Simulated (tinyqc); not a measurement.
Strain-driven crossing of the Gamma and L valleys in a germanium-like crystal alloyed with tin: one step. Gaps of the unstrained alloy. Three cases, with inputs chosen for the exercise.

Question. Give both gaps, their difference, and the y at which they cross (the root of a quadratic between 0 and 0.3).

With tin the unstrained gaps become E(y) = (1 - y) E + y EgS - CS y (1 - y); all other values are kept.

Give: Gamma and L gaps; Gamma - L; crossing y.

Case 1.

Values chosen (near those of Ge, gaps at low temperature; shifted at random, so the results belong to these values and not to a real crystal):
- Eg = 0.892 eV (gap at Gamma to the s-like level)
- EgL = 0.759 eV (gap to L)
- EgS = (-0.388, 0.142) eV (Gamma and L gaps of the tin end)
- CS = (2.87, 0.76) eV (bowing of the Gamma and L gaps)
- y = 0.103 (tin fraction)

Answer.

Gamma and L gaps (eV): [0.4950, 0.6252]

Gamma - L = -0.1302 eV
crossing y = 0.0499

Without strain the alloy is direct.

Case 2.

Values chosen (near those of Ge, gaps at low temperature; shifted at random, so the results belong to these values and not to a real crystal):
- Eg = 0.905 eV (gap at Gamma to the s-like level)
- EgL = 0.754 eV (gap to L)
- EgS = (-0.434, 0.094) eV (Gamma and L gaps of the tin end)
- CS = (2.34, 0.78) eV (bowing of the Gamma and L gaps)
- y = 0.087 (tin fraction)

Answer.

Gamma and L gaps (eV): [0.6026, 0.6346]

Gamma - L = -0.0320 eV
crossing y = 0.0709

Without strain the alloy is direct.

Case 3.

Values chosen (near those of Ge, gaps at low temperature; shifted at random, so the results belong to these values and not to a real crystal):
- Eg = 0.887 eV (gap at Gamma to the s-like level)
- EgL = 0.749 eV (gap to L)
- EgS = (-0.389, 0.1) eV (Gamma and L gaps of the tin end)
- CS = (1.93, 1.17) eV (bowing of the Gamma and L gaps)
- y = 0.059 (tin fraction)

Answer.

Gamma and L gaps (eV): [0.7046, 0.6458]

Gamma - L = 0.0588 eV
crossing y = 0.1056

Without strain the alloy is indirect.

Computed by tinyqc, one run a case: `OMP_NUM_THREADS=1 python tinyqc.py N N+1 out.jsonl` with N = 1080891, 1081069, 1081098; one thread of a shared Intel(R) Xeon(R) Processor @ 2.30GHz, about 0.01 s a run at most.
